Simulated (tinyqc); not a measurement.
Thermal resistances of a two-die stack.

Question. Heat leaves through the lower die only, and the system is linear. Find the resistance R1 from the lower die to the coolant, R2 between the dies, and the rise of the upper die when both are powered.

Parameters, values chosen for the exercise: power of the lower die P1 = 14 W; power of the upper die P2 = 3.9 W.

rises of the lower and upper die with only the lower one powered (K): [11.62, 11.62]
rises of the lower and upper die with only the upper one powered (K): [3.237, 4.095]

Solution. With only the lower die powered no heat crosses R2, so both dies rise by P1 R1; the difference in the second test is P2 R2; rises add.

R1 = 0.830 K/W
R2 = 0.220 K/W
rise of the upper die = 15.7 K

Numbers from tinyqc (`OMP_NUM_THREADS=1 python tinyqc.py 2162010 2162011 out.jsonl`; about 0.03 s on one thread of a shared Intel Xeon 2.30GHz).
